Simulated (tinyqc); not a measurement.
What each parameter of the potential does: deformation potentials from a strained empirical pseudopotential.

Diamond lattice, no spin-orbit coupling. Atomic form factor V(q) = a1 (q^2 - a2)/(a3 exp(a4 q^2) - 1) in rydberg with q in 1/bohr, for the unstrained cell. Under a strain e the reciprocal vectors and k go over into (1 + e)^(-1) G, the atoms sit at +/- tau with tau = (1 + e) a (1,1,1)/8 - zeta a (eyz, ezx, exy)/4, and H(G,G') = c |k + G|^2 delta + (V(q)/det(1 + e)) cos(q.tau), q = G - G', with the term q = 0 left out; c = hbar^2/2m0. The basis is fixed before straining: all G with |k + G|^2 up to 16 (2 pi/a)^2. k is given in units of 2 pi/a of the unstrained cell.

Constants: hbar^2/2m0 = 3.80998211 eV angstrom^2; Ry = 13.60569312 eV; a0 (Bohr radius) = 0.5291772105 angstrom.

Values chosen for the exercise (near those of Si; shifted at random, so the results belong to these values and not to a real crystal): a = 5.423 angstrom (lattice constant); a1 = 0.534; a2 = 2.167; a3 = 2.051; a4 = 0.485; kD = 0.82 2 pi/a (position of the Delta minimum).

Gaps from the valence top to level 8 at Gamma and level 5 at (kD,0,0) and L, and their deformation potentials [E(+h) - E(-h)]/(3 ln((1 + h)/(1 - h))) for e = +/- h 1, h = 0.002. The row for the lattice constant keeps V(q) without the volume factor, so it is not a strain.

Results for these values:
```
case  Gamma (eV)  Delta (eV)  L (eV)  potential Gamma (eV)  potential Delta (eV)  potential L (eV)
base       4.285       1.034   2.033                 -8.76                  2.71             -1.89
```

What happens to each result for a3 = 2.072, all else kept?

Answer: Gamma falls from 4.285 to 4.235; Delta falls from 1.034 to 0.941; L falls from 2.033 to 1.968; potential Gamma rises from -8.76 to -8.67; potential Delta does not change at the printed digits; potential L does not change at the printed digits.

The same for each parameter in turn:
```
case                Gamma (eV)  Delta (eV)  L (eV)  potential Gamma (eV)  potential Delta (eV)  potential L (eV)
base                     4.285       1.034   2.033                 -8.76                  2.71             -1.89
a = 5.477 angstrom       4.159       1.325   2.132                 -9.06                  2.41             -2.08
a1 = 0.539               4.329       1.101   2.082                 -8.84                  2.71             -1.91
a2 = 2.189               4.172       1.110   2.030                 -8.84                  2.66             -1.93
a3 = 2.072               4.235       0.941   1.968                 -8.67                  2.71             -1.89
a4 = 0.48                4.381       1.122   2.109                 -8.93                  2.64             -1.97
```

Program tinyqc; command `OMP_NUM_THREADS=1 python tinyqc.py 1880566 1880567 out.jsonl`; about 0.2 s on one thread of a shared Intel(R) Xeon(R) Processor @ 2.30GHz.
